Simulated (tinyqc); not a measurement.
# Worked calculation: a double barrier with mass mismatch, transfer matrices

Computed by the program tinyqc: `OMP_NUM_THREADS=1 python tinyqc.py 2560023 2560024 out.jsonl`, one thread of a shared Intel Xeon 2.30GHz, about 0.03 s for the whole run. Printed values are rounded.

One electron of energy E comes from the left lead (band edge 0); no transverse momentum. Parabolic bands, masses in units of m0, C = hbar^2/(2 m0); psi and psi'/m are continuous at every interface. Barrier d1, well Lw, barrier d2; the right lead equals the left one.

Parameters, values chosen for the exercise; masses and offsets close to those of silicon wells and oxide barriers:
- mL = 0.26 m0 (mass in the left lead)
- U1 = 3.1 eV (barrier height)
- m1 = 0.51 m0 (barrier mass)
- d1 = 0.4 nm (width of the first barrier)
- Lw = 1.1 nm (well width (edge 0, mass mL))
- d2 = 0.4 nm (width of the second barrier)
- E = 4.696 eV (electron energy)

Constants: q = 1.602176634e-19 C, hbar = 1.054571817e-34 J s, m0 = 9.1093837015e-31 kg, hbar^2/(2 m0) = 0.0380998212 eV nm^2. Results are converted to the units shown.

Range of the model: Masses are held fixed, although real bands cease to be parabolic a few tenths of an eV from their edges (inside a barrier too). Layers thinner than about 0.8 nm hold only a few atomic planes, where an effective mass is a rough description.

## Wave numbers

k = sqrt(m (E - U)/C) where E > U, K = sqrt(m (U - E)/C) where E < U; v = k/m in the leads.

Layers:
```
   U (eV)  m (m0)  d (nm)  k or K (1/nm)  which
1     3.1    0.51     0.4        4.62211      k
2       0    0.26     1.1        5.66095      k
3     3.1    0.51     0.4        4.62211      k
```

vL = 21.7729 1/nm
vR = 21.7729 1/nm

## Matrices of the layers

For the pair (psi, psi'/m) a flat layer has M = [[cos kd, (m/k) sin kd], [-(k/m) sin kd, cos kd]] with k = sqrt(m (E - U)/C) above its edge U, and M = [[cosh Kd, (m/K) sinh Kd], [(K/m) sinh Kd, cosh Kd]] with K = sqrt(m (U - E)/C) below it. M12 is in nm, M21 in 1/nm.

M of layer 1:
```
           1          2
1  -0.274478   0.106102
2   -8.71488  -0.274478
```

M of layer 2:
```
          1            2
1  0.998424  -0.00257714
2   1.22172     0.998424
```

M of layer 3:
```
           1          2
1  -0.274478   0.106102
2   -8.71488  -0.274478
```

## Product of the matrices

The matrix of the later layer stands to the left: M = M_n ... M_2 M_1; det M = 1.

M:
```
           1           2
1  -0.889730  -0.0445939
2    4.67286   -0.889730
```

## Transmission and reflection

The matrix M carries (psi, psi'/m) across the stack, and v = k/m in each lead. psi = 1 + r at the left edge (incident amplitude 1) and t at the right edge. With det M = 1, a = i vR M11 - M21 and b = -vL vR M12 - i vL M22: t = 2 i vL/(a - b), r = -(a + b)/(a - b), T(E) = (vR/vL) |t|^2, R(E) = |r|^2.

t = -0.778413-0.518614i
r = 0.196119-0.294365i
T(E) = 0.874887
R(E) = 0.125113

T(E) + R(E) = 1: the current is conserved.
